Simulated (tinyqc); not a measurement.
# Avrami exponent and activation energy from three anneals

Problem. Isothermal crystallisation follows X = 1 - exp(-(k t)^n) with k proportional to exp(-Ec q/(kB T)). Find n, k at both temperatures and Ec.

Constants: q = 1.602176634e-19 C, kB = 1.380649e-23 J/K. Results are converted to the units shown.

X at (432 K, 850 s), (432 K, 1700 s) and (452 K, 34 s): 0.19463965  0.82302091  0.39033207

Solution. -ln(1 - X) = (k t)^n: the two times give n, and the two rates give Ec.

n = 3.000
k at 432 K = 7.064e-4 1/s
k at 452 K = 0.02326 1/s
Ec = 2.940 eV

Computed by the program tinyqc: `OMP_NUM_THREADS=1 python tinyqc.py 2490140 2490141 out.jsonl`, one thread of a shared Intel Xeon 2.30GHz, about 0.04 s for the whole run.
